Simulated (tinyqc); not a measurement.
# Carrier lifetime of an n-type layer with SRH, radiative, Auger and surface recombination: what changes with what

Uniform excess density dn = dp (no trapping), n = n0 + dn, p = p0 + dn, Boltzmann statistics, full ionisation. Surfaces enter as a rate 2 S dn/d, which holds while diffusion to them is fast.

Values chosen for this exercise; band and dielectric values close to those of silicon:
```
symbol     value    unit                                      meaning
T            400       K                                  temperature
Eg           1.1      eV                                     band gap
Nc       4.25e19   cm^-3       conduction-band density of states at T
Nv       4.06e19   cm^-3          valence-band density of states at T
B       4.72e-15  cm^3/s                        radiative coefficient
N         9.9e17   cm^-3                                donor density
Cn       2.9e-31  cm^6/s            Auger coefficient (two electrons)
Cp       2.1e-31  cm^6/s                Auger coefficient (two holes)
Nt        6.3e13   cm^-3                                 trap density
sn         3e-17    cm^2          capture cross-section for electrons
sp         8e-16    cm^2              capture cross-section for holes
vth        1.8e7    cm/s             thermal velocity (both carriers)
Et          0.77      eV         trap level below the conduction band
S              0    cm/s  surface recombination velocity (both faces)
d            200      um                             sample thickness
```

Constants: q = 1.602176634e-19 C, kB = 1.380649e-23 J/K, Vt = kB T/q. Results are converted to the units shown.

Each table varies one quantity; the others keep the values above.

## Lifetime against injection

ni = sqrt(Nc Nv) exp(-Eg/(2 Vt)), Eg in volts; majority density N/2 + sqrt(N^2/4 + ni^2), n0 p0 = ni^2; n1 = Nc exp(-Et/Vt), p1 = Nv exp((Et - Eg)/Vt); tn0 = 1/(sn vth Nt), tp0 = 1/(sp vth Nt). With e = n p - ni^2 = dn (n0 + p0 + dn): U_SRH = e/(tp0 (n + n1) + tn0 (p + p1)), U_rad = B e, U_Aug = (Cn n + Cp p) e, U_s = 2 S dn/d. Each tau is dn over its rate; tau = dn/U with U the sum.

Lifetime against injection:

| dn (cm^-3) | tau_SRH (s) | tau_rad (s) | tau_Aug (s) | tau (s) | radiative share (%) | largest path |
|---|---|---|---|---|---|---|
| 1e11 | 1.1861e-6 | 2.1400e-4 | 3.5183e-6 | 8.8340e-7 | 0.41279 | SRH |
| 1e12 | 1.1861e-6 | 2.1400e-4 | 3.5183e-6 | 8.8341e-7 | 0.41280 | SRH |
| 1e13 | 1.1864e-6 | 2.1400e-4 | 3.5182e-6 | 8.8356e-7 | 0.41287 | SRH |
| 1e14 | 1.1891e-6 | 2.1398e-4 | 3.5173e-6 | 8.8498e-7 | 0.41357 | SRH |
| 1e15 | 1.2157e-6 | 2.1379e-4 | 3.5086e-6 | 8.9906e-7 | 0.42054 | SRH |
| 1e16 | 1.4792e-6 | 2.1186e-4 | 3.4235e-6 | 1.0279e-6 | 0.48517 | SRH |
| 1e17 | 3.8752e-6 | 1.9437e-4 | 2.7215e-6 | 1.5857e-6 | 0.81581 | Auger |
| 1e18 | 1.5915e-5 | 1.0646e-4 | 6.3844e-7 | 6.1029e-7 | 0.57324 | Auger |
| 1e19 | 2.7856e-5 | 1.9278e-5 | 1.7210e-8 | 1.7184e-8 | 0.089139 | Auger |

What does the comparison show?

SRH recombination leads at dn = 1e11, Auger from 1e17 on. The total lifetime goes from 8.83e-7 through a maximum of 1.59e-6 (at dn = 1e17 among the rows listed) to 1.72e-8 s. tau_SRH goes from 1.19e-6 s (low-injection limit 1.19e-6 s) to 2.79e-5 s (high-injection limit tn0 + tp0 = 3.05e-5 s). Between the last two rows tau_rad goes as dn^(-0.74) and tau_Aug as dn^(-1.57); the radiative share goes from 0.413 through a maximum of 0.816 (at dn = 1e17 among the rows listed) to 0.0891 %.

## Effect of the capture cross-section for electrons at dn = 2e17 cm^-3

Same model as above.

Here dn = 2e17 cm^-3.

The same in every row: tau_rad (s) = 1.7804e-4; tau_Aug (s) = 2.1709e-6.

Results:

| sn (cm^2) | tau_SRH (s) | tau (s) | radiative share (%) | largest path |
|---|---|---|---|---|
| 8e-19 | 1.8898e-4 | 2.1206e-6 | 1.1911 | Auger |
| 8e-17 | 2.9810e-6 | 1.2473e-6 | 0.70059 | Auger |
| 8e-16 | 1.2902e-6 | 8.0557e-7 | 0.45247 | SRH |
| 8e-15 | 1.1211e-6 | 7.3623e-7 | 0.41353 | SRH |
| 8e-14 | 1.1042e-6 | 7.2890e-7 | 0.40941 | SRH |
| 8e-13 | 1.1025e-6 | 7.2817e-7 | 0.40900 | SRH |

Estimate the missing row, sn = 8e-18 cm^2.

Computed row:

| sn (cm^2) | tau_SRH (s) | tau (s) | radiative share (%) | largest path |
|---|---|---|---|---|
| 8e-18 | 1.9890e-5 | 1.9359e-6 | 1.0874 | Auger |

With this row back in the table: Auger recombination leads at sn = 8e-19, SRH from 8e-16 on. tau_SRH falls from 1.89e-4 to 1.10e-6 s and the total lifetime falls from 2.12e-6 to 7.28e-7 s.

tinyqc, about 0.01 s, one thread, Intel Xeon 2.30GHz (shared host): `OMP_NUM_THREADS=1 python tinyqc.py 2300040 2300041 out.jsonl`
